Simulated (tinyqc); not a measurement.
Programming of a floating-gate cell by Fowler-Nordheim tunnelling: programming by a staircase of pulses.

Per tunnel area the floating gate has Ctun = 3.9 eps0/tox to the channel (0 V) and Ccg to the control gate, Ct = Ctun/(1 - ag), no other coupling. With the threshold shift U = -Q/Ccg the field is F = ag (Vg - U)/tox, and dU/dt = J/Ccg. Fowler-Nordheim: J = A F^2 exp(-B/F), A = q^2/(16 pi^2 hbar mo phi) (times 1e14 for A/cm^2 with F in V/nm, emitter mass m0), B = (4/3) sqrt(mo/C) phi^1.5, C = hbar^2/(2 m0).

Pulse i = 1, 2, ... has the height 12.4 V + (i - 1) 0.5 V and lasts 35 us; each starts from the U that the last one left. Exact: exp(B/F(t)) = exp(B/F(0)) + K t, K = A B ag/(Ccg tox), and U = Vg - tox F/ag.

Inputs (values chosen for the exercise); oxide values close to those of silicon dioxide:
```
symbol  value  unit                       meaning
phi      3.09    eV                tunnel barrier
mo       0.45    m0               tunnelling mass
tox       9.7    nm        tunnel oxide thickness
ag       0.64               coupling ratio Ccg/Ct
Vt0      -2.9     V  threshold shift at the start
```

Constants: q = 1.602176634e-19 C, hbar = 1.054571817e-34 J s, m0 = 9.1093837015e-31 kg, eps0 = 8.8541878128e-14 F/cm where lengths are in cm, hbar^2/(2 m0) = 0.0380998212 eV nm^2. Results are converted to the units shown.

Results:
```
N   last pulse (V)     U (V)  gain of the last pulse (V)  F at its end (V/nm)
1            12.40    -2.789                      0.1109                1.002
2            12.90    -2.589                      0.1998                1.022
4            13.90    -1.904                      0.3849                1.043
6            14.90   -0.9930                      0.4709                1.049
8            15.90  -0.01307                      0.4936                1.050
11           17.40     1.482                      0.4994                1.050
14           18.90     2.982                      0.4999                1.050
18           20.90     4.982                      0.5000                1.050
```

Estimate the missing row, N = 3.

Computed row:
```
N  last pulse (V)   U (V)  gain of the last pulse (V)  F at its end (V/nm)
3           13.40  -2.289                      0.3004                1.035
```

With this row back in the table: The gain of a pulse rises from 0.111 to 0.500 V and settles at the step of 0.5 V: the field at the end of a pulse becomes steady, 1.05 V/nm, so U follows the gate one to one whatever it started from. It is within 5 % of the step from pulse 8 on among the rows. In every row the field stays above 10 MV/cm, which wears the oxide.

Range of the model: Programming fields of 10 MV/cm and more wear the oxide; trapping and the channel potential are ignored.

Program tinyqc, `OMP_NUM_THREADS=1 python tinyqc.py 2130126 2130127 out.jsonl`; Intel Xeon 2.30GHz, shared host, one thread, about 0.02 s.
